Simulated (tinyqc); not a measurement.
Collinear exchange A + BC -> AB + C on a London-Eyring-Polanyi-Sato surface: saddle, string of images and rate: one step, computed by the program tinyqc. Command: `OMP_NUM_THREADS=1 python tinyqc.py 3111286 3111287 out.jsonl leps walk`. One thread of a shared host (Intel(R) Xeon(R) Processor @ 2.30GHz), about 0.03 s of CPU time with the checks.

x = r(AB), y = r(BC), r(AC) = x + y. V is counted from separated atoms, the barrier from A + BC, that is V + D(BC).

Problem. Frequencies at the saddle. Wilson matrix G = [[1/m_A + 1/m_B, -1/m_B], [-1/m_B, 1/m_B + 1/m_C]]; eigenvalues lambda of G H give nu = 15.6333042 THz x sqrt(|lambda|), the negative one being imaginary. Reactant: nu_BC from k = 2 D beta^2 and 1/m_B + 1/m_C. Skew angle: cos = sqrt(m_A m_C/((m_A + m_B)(m_B + m_C))).

Inputs (values chosen for the exercise, bond data loosely for abstraction of hydrogen from a Si-H bond by a hydrogen atom; the barrier is not fitted):
```
quantity   value        unit
D(BC)       4.02          eV
beta(BC)    1.52  1/angstrom
mass of A  1.008           u
mass of B  1.008           u
mass of C  28.09           u
```

Hessian (eV/angstrom^2):
```
           x         y
x  -2.485572  8.350343
y   8.350343  3.846293
```

Constants: nu for 1 eV/(angstrom^2 u) = 15.6333042 THz.

Give: imaginary frequency; real frequency at the saddle; nu_BC; skew angle.

Solution.

imaginary frequency = 72.399 THz

real frequency at the saddle = 30.872 THz

nu_BC = 68.304 THz

skew angle = 45.993 degrees
